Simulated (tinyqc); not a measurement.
## Series resistance and mobility from two gate lengths

Problem. At small Vds the total resistance times width is 2 Rs + L/(mu Q), with the same mu and Q at both lengths. Find mu and Rs.

total resistance at L = 40 and 120 nm (ohm um): 861.79775  1985.3933
Q = 0.8 uC/cm^2

Answer. The slope against L is 1/(mu Q), and the intercept at L = 0 is 2 Rs.

mu = 89.00 cm^2/(V s)
Rs = 150.0 ohm um

Program tinyqc, `OMP_NUM_THREADS=1 python tinyqc.py 2380052 2380053 out.jsonl`; Intel Xeon 2.30GHz, shared host, one thread, about 0.01 s.
